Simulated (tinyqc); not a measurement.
Strain dependence: valley-orbit splitting of a donor ground state, with strain. Computed by tinyqc, a small Python program. Command: `OMP_NUM_THREADS=1 python tinyqc.py 3018312 3018313 out.jsonl valleyorbit walk`. One thread of a shared host (Intel(R) Xeon(R) Processor @ 2.30GHz), about 0.01 s of CPU time with the checks.

The basis is the 1s envelope in each valley; energies are counted from the unstrained conduction-band edge. The strain is e_s (a a^T - 1/3) for the unit stress axis a, so valley j along n_j moves by Xi_u e_s w_j with w_j = (n_j.a)^2 - 1/3: +1/6 for x and y, -1/3 for z. The splitting at the zone boundary that a [110] shear adds for <100> valleys is left out.

Inputs (values chosen for the exercise, modelled on donors in silicon): single-valley binding energy E_0 = 32.3 meV; central-cell shift Lambda = 3.46 meV; coupling Delta_1 = 3.77 meV; coupling Delta_2 = 2.89 meV; shear deformation potential Xi_u = 8.28 eV; shear strain e_s = -3.1e-05.

Valleys: six along <100>. Stress axis: [110].

Method:
- By symmetry: E(A1) = E_0 + Lambda + 4 Delta_1 + Delta_2 (one state), E(T2) = E_0 + Lambda - Delta_2 (three), E(E) = E_0 + Lambda - 2 Delta_1 + Delta_2 (two), as binding energies.
- H_jj = -(E_0 + Lambda) + Xi_u e_s w_j; H_jk = -Delta_2 between opposite valleys and -Delta_1 between perpendicular ones.
- The contact hyperfine ratio is A/A_0 = (sum_j c_j)^2/(number of valleys), c_j the valley amplitudes of the ground state; binding from the lowest valley edge.

E(A1) = 53.73 meV

Against strain:
```
e_s        Xi_u e_s (w_max - w_min) (meV)  binding (meV)  gap to next level (meV)    A/A_0
-2.50e-04                       -1.035000         53.395                   20.525  0.99955
-9.30e-05                       -0.385020         53.603                   20.733  0.99994
-3.10e-05                       -0.128340         53.687                   20.817  0.99999
-9.30e-06                       -0.038502         53.717                   20.847  1.00000
9.30e-06                         0.038502         53.704                   20.834  1.00000
3.10e-05                         0.128340         53.645                   20.775  0.99999
9.30e-05                         0.385020         53.475                   20.605  0.99993
2.50e-04                         1.035000         53.051                   20.181  0.99952
```

What follows from these numbers?

A/A_0 falls for either sign of strain, to 1.000 and 1.000 at the ends; its limits are the shares of the valleys that end up lowest, 4/6 under compression and 2/6 under tension. Near zero strain A/A_0 changes in second order, the binding in first. The binding energy drops from 53.73 meV to 53.40 and 53.05 meV, since fewer valleys share the valley-orbit gain.

Extremes, crossings and ranges named in words are read from the listed rows.
